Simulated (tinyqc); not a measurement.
Coherent transport through a tight-binding region between two chains, step by step. One step of it, computed by the program tinyqc.

Problem. Transmission at E = -0.56 eV. Surface Green function g = (E - i sqrt(4 t^2 - E^2)) / (2 t^2); self-energy tc^2 g on each contact site; G = (E - H - Sigma)^(-1); Gamma = -2 Im Sigma; T = Gamma_L Gamma_R |G_LR|^2; local density of states -Im G_ii / pi.

H of the central region (eV):
```
[[0.000000, -1.810000],
 [-1.810000, 0.000000]]
```

Leads: semi-infinite chains with site energy 0:
```
parameter                           value
lead hopping t (eV)              2.350000
coupling to the left lead (eV)   0.540000
coupling to the right lead (eV)  1.160000
left contact site                       1
right contact site                      2
```

E = -0.560000 eV

Give: g; G; local density of states; transmission.

Solution.

g = -0.051-0.423i 1/eV

G (1/eV):
```
[[0.136-0.201i, 0.580-0.070i],
 [0.580-0.070i, 0.170-0.060i]]
```

local density of states (1/eV): [0.064, 0.019]

transmission = 0.095
